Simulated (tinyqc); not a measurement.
# Worked calculation: capacitance measurement on a leaky thin oxide: effects of series resistance and leakage

Numbers from tinyqc (`OMP_NUM_THREADS=1 python tinyqc.py 2022045 2022046 out.jsonl`; about 0.01 s on one thread of a shared Intel Xeon 2.30GHz). Printed values are rounded.

The device is a capacitance C in parallel with a leakage conductance G, in series with Rs and Ls. An impedance meter reports either a parallel pair (Cp, Gp) from Y = 1/Z = Gp + i w Cp or a series pair (Cs, Rm) from Z = Rm + 1/(i w Cs); w = 2 pi f, dissipation D = Gp/(w |Cp|).

Parameters, values chosen for the exercise; values of the order met in thin-oxide MOS capacitors:
- eox = 3.9 (relative permittivity of the gate insulator (close to silicon dioxide))
- tox = 1.6 nm (insulator thickness)
- A = 10000 um^2 (gate area)
- zc = 0.32 nm (oxide-equivalent thickness added by the accumulation layer)
- zp = 0.4 nm (oxide-equivalent thickness added by gate depletion)
- Jg = 0.00036 A/cm^2 (gate leakage current density, not matched to the thickness)
- Vs = 0.45 V (voltage for an e-fold rise of the leakage)
- Rs = 260 ohm (series resistance)
- Ls = 0 nH (series inductance)
- f = 1e6 Hz (measuring frequency)

Constants: eps0 = 8.8541878128e-14 F/cm where lengths are in cm. Results are converted to the units shown.

## True capacitance and conductance

EOT = 3.9 tox/eox; CET = EOT + zc + zp; C = 3.9 eps0 A/CET; G = Jg A/Vs.

EOT = 1.6 nm
CET = 2.32 nm
C = 148.842 pF
G = 0.08 uS

## What the meter reports

Z = Rs + i w Ls + 1/(G + i w C).

Z = 260.09-1069.29i ohm
Cp = 140.528 pF
Gp = 214.770 uS
Cs = 148.842 pF
D = 0.243238

Cp is 5.6 % below C and Cs is within 0.01 % of it; G Rs = 2.08e-5, w C Rs = 0.243 and G/(w C) = 8.55e-5.
